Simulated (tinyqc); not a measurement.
Quasi-harmonic thermal expansion with mode Grueneisen parameters: one step, computed by the program tinyqc. Command: `OMP_NUM_THREADS=1 python tinyqc.py 3028896 3028897 out.jsonl qha walk`. One thread of a shared host (Intel(R) Xeon(R) Processor @ 2.30GHz), about 0.03 s of CPU time with the checks.

A crystal with two atoms a cell; per atom there are 1 transverse acoustic (TA), 1/2 longitudinal acoustic (LA) and 3/2 optical (O) modes. Every frequency of group i scales as nu_i (V/V0)^(-gamma_i). The acoustic groups have Debye spectra, density 3 nu^2/nu_i^3 up to nu_i (40 Gauss-Legendre points); the optical group has one frequency. Static energy: E = (9 V0 B0/16) [y^3 B' + y^2 (2 - 4 y)], y = (V0/V)^(2/3) - 1, with pressure P_s = (3 B0/2) (z^7 - z^5) [1 + (3/4)(B' - 4)(z^2 - 1)], z = (V0/V)^(1/3).

Task: Mode groups at the static volume. For a mode with x = h nu/(k_B T), n = 1/(exp(x) - 1): U = h nu (n + 1/2), C/k_B = x^2 n (n + 1); U_i and C_i sum these over group i with its weight per atom. Phonon pressure P_ph = sum_i gamma_i U_i/V.

Inputs (values chosen for the exercise, modelled on gallium arsenide): static volume V0 = 22.6 angstrom^3/atom; frequency nu_TA = 2.38 THz; frequency nu_LA = 5.8 THz; frequency nu_O = 7.71 THz; Grueneisen parameter gamma_TA = -0.94; Grueneisen parameter gamma_LA = 1.2; Grueneisen parameter gamma_O = 1.2; temperature T = 50 K.

Acoustic groups: Debye.

Constants: h x 1 THz = 4.135667696 meV; k_B = 8.617333262e-05 eV/K; 1 eV/angstrom^3 = 160.2176634 GPa.

Give: Groups; phonon pressure at V0.

Result:

Groups:
```
group  h nu_i/(k_B T)  U_i (meV)  C_i (k_B)  gamma_i C_i (k_B)
TA             2.2844     5.3692    0.78089           -0.73404
LA             5.5671     4.6971    0.15321            0.18385
O              7.4004     23.944   0.050254           0.060305
```

phonon pressure at V0 = 0.20787 GPa
